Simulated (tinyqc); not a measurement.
Hueckel theory of the pi electrons, for the molecule Fc1coc2ccccc12 (SMILES; centres numbered as the heavy atoms are written), step by step. One step of it, computed by the program tinyqc.

Task: Orbitals. Diagonalise; E = alpha + x beta with beta < 0, so the largest x are filled first; degenerate levels share their electrons. P = sum n_i c_ri c_si; each orbital has its largest coefficient positive (the first on a tie).

Hueckel matrix in units of beta (H = alpha + beta A):
```
           1F        2C        3C        4O        5C        6C        7C        8C
1F   3.010000  0.660000  0.000000  0.000000  0.000000  0.000000  0.000000  0.000000
2C   0.660000  0.000000  1.000000  0.000000  0.000000  0.000000  0.000000  0.000000
3C   0.000000  1.000000  0.000000  0.760000  0.000000  0.000000  0.000000  0.000000
4O   0.000000  0.000000  0.760000  2.050000  0.760000  0.000000  0.000000  0.000000
5C   0.000000  0.000000  0.000000  0.760000  0.000000  1.000000  0.000000  0.000000
6C   0.000000  0.000000  0.000000  0.000000  1.000000  0.000000  1.000000  0.000000
7C   0.000000  0.000000  0.000000  0.000000  0.000000  1.000000  0.000000  1.000000
8C   0.000000  0.000000  0.000000  0.000000  0.000000  0.000000  1.000000  0.000000
9C   0.000000  0.000000  0.000000  0.000000  0.000000  0.000000  0.000000  1.000000
10C  0.000000  1.000000  0.000000  0.000000  1.000000  0.000000  0.000000  0.000000

           9C       10C
1F   0.000000  0.000000
2C   0.000000  1.000000
3C   0.000000  0.000000
4O   0.000000  0.000000
5C   0.000000  1.000000
6C   0.000000  0.000000
7C   0.000000  0.000000
8C   1.000000  0.000000
9C   0.000000  1.000000
10C  1.000000  0.000000
```

pi electrons, sum of z_r less the charge = 12

Give: x values; occupations; coefficients; charge and bond-order matrix P.

Result:

x values: [3.198, 2.675, 1.903, 1.297, 0.902, 0.587, -0.807, -1.071, -1.471, -2.154]

occupations: [2.000, 2.000, 2.000, 2.000, 2.000, 2.000, 0.000, 0.000, 0.000, 0.000]

coefficients:
```
       MO1     MO2     MO3     MO4     MO5     MO6     MO7     MO8
1F   0.936  -0.246   0.073  -0.175   0.015  -0.128   0.051   0.005
2C   0.266   0.125  -0.123   0.454  -0.048   0.470  -0.294  -0.031
3C   0.113   0.268   0.107   0.242   0.146   0.574   0.528   0.152
4O   0.126   0.777   0.430  -0.184   0.237  -0.175  -0.174  -0.173
5C   0.077   0.371  -0.190  -0.060  -0.504  -0.238   0.125   0.561
6C   0.029   0.174  -0.300  -0.401  -0.435   0.207   0.355  -0.346
7C   0.015   0.094  -0.380  -0.460   0.111   0.360  -0.412  -0.190
8C   0.018   0.078  -0.424  -0.196   0.535   0.004  -0.023   0.549
9C   0.043   0.115  -0.427   0.206   0.372  -0.357   0.430  -0.399
10C  0.121   0.228  -0.389   0.463  -0.200  -0.214  -0.324  -0.122

        MO9    MO10
1F   -0.079   0.039
2C    0.535  -0.309
3C   -0.421   0.125
4O    0.110   0.052
5C   -0.089  -0.410
6C    0.362   0.331
7C   -0.443  -0.302
8C    0.290   0.320
9C    0.017  -0.387
10C  -0.314   0.513
```

charge and bond-order matrix P:
```
         1F      2C      3C      4O      5C      6C      7C      8C
1F    1.979   0.139  -0.131   0.033   0.000  -0.002  -0.002   0.017
2C    0.139   1.062   0.847  -0.199  -0.050   0.004   0.034  -0.092
3C   -0.131   0.847   1.012   0.316  -0.275  -0.048   0.195   0.021
4O    0.033  -0.199   0.316   1.850   0.300  -0.110  -0.080   0.086
5C    0.000  -0.050  -0.275   0.300   0.988   0.635  -0.011  -0.296
6C   -0.002   0.004  -0.048  -0.110   0.635   1.027   0.682  -0.025
7C   -0.002   0.034   0.195  -0.080  -0.011   0.682   1.014   0.640
8C    0.017  -0.092   0.021   0.086  -0.296  -0.025   0.640   1.022
9C   -0.007  -0.028  -0.222   0.047   0.025  -0.338  -0.016   0.696
10C  -0.056   0.455  -0.014  -0.139   0.583   0.034  -0.282  -0.027

         9C     10C
1F   -0.007  -0.056
2C   -0.028   0.455
3C   -0.222  -0.014
4O    0.047  -0.139
5C    0.025   0.583
6C   -0.338   0.034
7C   -0.016  -0.282
8C    0.696  -0.027
9C    1.011   0.590
10C   0.590   1.035
```
